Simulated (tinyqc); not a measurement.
Inside a calculation: cyclotron resonance of ellipsoidal valleys, Si type. Values are carried at full precision from step to step, so a last printed digit may differ when a step is redone from the rounded ones.

Valleys along [100], [010], [001] (each with its opposite partner), mass ml along the axis and mt across it. B lies in the (1-10) plane, b = (sin(theta)/sqrt2, sin(theta)/sqrt2, cos(theta)). For the angle phi between B and the axis, 1/mc^2 = cos^2(phi)/mt^2 + sin^2(phi)/(mt ml). Resonance: h nu = 2 muB B/mc, h = 2 pi hbar.

Constants: hbar = 6.58211957e-16 eV s; muB = 5.788381798e-05 eV/T.

Values chosen for the exercise (near those of Si; the results hold for these values, not for the real material):
- theta = 8 degrees (angle of B from [001] towards [110])
- ml = 0.929 m0 (longitudinal mass)
- mt = 0.197 m0 (transverse mass)
- nu = 9.4 GHz (microwave frequency)
- tau = 18 ps (scattering time)

## Angles to the valley axes

Give b and cos^2(phi) for each axis.

b: 0.0984  0.0984  0.9903

cos^2(phi): [100] 0.0097, [010] 0.0097, [001] 0.9806

## Cyclotron masses and resonance fields

For each axis, mc and B = h nu mc/(2 muB).

Resonances:

| axis | mc (m0) | B (T) |
|---|---|---|
| [100] | 0.4203 | 0.1411 |
| [010] | 0.4203 | 0.1411 |
| [001] | 0.1985 | 0.0667 |

2 distinct masses appear; the limits are mt = 0.197 (B along the axis) and sqrt(ml mt) = 0.4278 (B across it).

## The same from the mass tensor

For the valley along [001]: M = mt 1 + (ml - mt) a a^T, and mc^2 = det M/(b M b).

M (m0):
```
        x       y       z
x  0.1970       0       0
y       0  0.1970       0
z       0       0  0.9290
```

det M = 0.036054
b M b = 0.9148
mc = 0.1985 m0

## Line shape

For linear polarisation and one isotropic mass the absorbed power goes as P = [1 + (w^2 + wc^2) tau^2]/([1 + (wc^2 - w^2) tau^2]^2 + 4 w^2 tau^2), w = 2 pi nu. List it for wc/w = 0, 0.5, 0.8, 0.9, 1, 1.1, 1.2, 1.5 and 2, which is B over the resonance field.

w tau = 1.063

Power:

| wc/w | P |
|---|---|
| 0.0 | 0.4694 |
| 0.5 | 0.5310 |
| 0.8 | 0.5856 |
| 0.9 | 0.5928 |
| 1.0 | 0.5906 |
| 1.1 | 0.5780 |
| 1.2 | 0.5557 |
| 1.5 | 0.4519 |
| 2.0 | 0.2795 |

The largest listed value lies at wc/w = 0.9, 1.3 times the zero-field value. The line is so broad that on the low-field side it reaches half its height only near zero field, or not at all. The closest two lines of this crystal are 111.7 % apart, so they merge at this w tau.

## Checks

- Rotation frequency of dv/dt = -M^-1 (v x b) for the valley along [001], in units of e B/m0, against 1/mc: both 5.0373.

(tinyqc, `OMP_NUM_THREADS=1 python tinyqc.py 1251751 1251752 out.jsonl`, Intel(R) Xeon(R) Processor @ 2.30GHz, 1 thread, shared host, about 0.01 s.)
